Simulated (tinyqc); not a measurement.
Two-valley model of the transferred-electron effect: one step, computed by the program tinyqc.

Both kinds of valley share one electron temperature T_e, and each has a constant mobility.

Problem. Does a domain form? Space charge grows at the rate n e |mu_d|/(eps eps_0) during the transit time L/v, with v the valley velocity; Kroemer's criterion asks n L > eps eps_0 v/(e |mu_d|). Transit frequency v/L.

Inputs (values chosen for the exercise, modelled on CdTe):

| quantity | value | unit |
|---|---|---|
| lattice temperature T | 200 | K |
| doping n | 3e+16 | 1/cm^3 |
| device length L | 4.9 | micrometre |
| permittivity eps | 10.2 | - |

Solver: bisection.

valley velocity = 1.431627 1e7 cm/s

most negative differential mobility = -75.79290 cm^2/(V s)

Constants: eps_0 = 8.8541878128e-12 F/m; e = 1.602176634e-19 C.

Give: critical n L; n L of the device; transit frequency.

Solution.

critical n L = 1.0647e+12 1/cm^2

n L of the device = 1.47e+13 1/cm^2

transit frequency = 29.217 GHz

n L is 13.8 times the critical product: a domain can mature if the bias field lies in the region of negative slope.
